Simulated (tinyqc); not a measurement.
Crystal pulling from the melt: segregation, interface stability, heat balance and point-defect regime: one step, computed by the program tinyqc. Command: `OMP_NUM_THREADS=1 python tinyqc.py 3017401 3017402 out.jsonl pull walk`. One thread of a shared host (Intel(R) Xeon(R) Processor @ 2.30GHz), about 0.01 s of CPU time with the checks.

A dilute solute; steady pulling with a flat interface unless it is found unstable.

Task: Heat balance and the ratio V/G. k_S G_S = k_L G_L + L V; the largest rate for this G_S, with G_L = 0, is k_S G_S/L. Voronkov: the crystal grows vacancy-rich if V/G_S > xi_c and interstitial-rich if below; at fixed G_L the neutral rate solves V = xi_c G_S(V).

Inputs (values chosen for the exercise, modelled on aluminium in silicon):
```
quantity                  value          unit
pull rate V                 1.8        mm/min
gradient in the melt G_L    7.4          K/cm
solid conductivity k_S     22.1       W/(m K)
melt conductivity k_L      54.6       W/(m K)
latent heat per volume L   4250        J/cm^3
critical ratio xi_c        0.14  mm^2/(min K)
```

Give: gradient in the solid G_S; largest rate; V/G_S; neutral pull rate.

Result:

gradient in the solid G_S = 75.975 K/cm

largest rate = 2.3704 mm/min

V/G_S = 0.23692 mm^2/(min K)

neutral pull rate = 0.46429 mm/min

V/G_S is 1.69 xi_c: vacancies survive and can cluster into voids. Latent heat makes up 76 % of the flux.
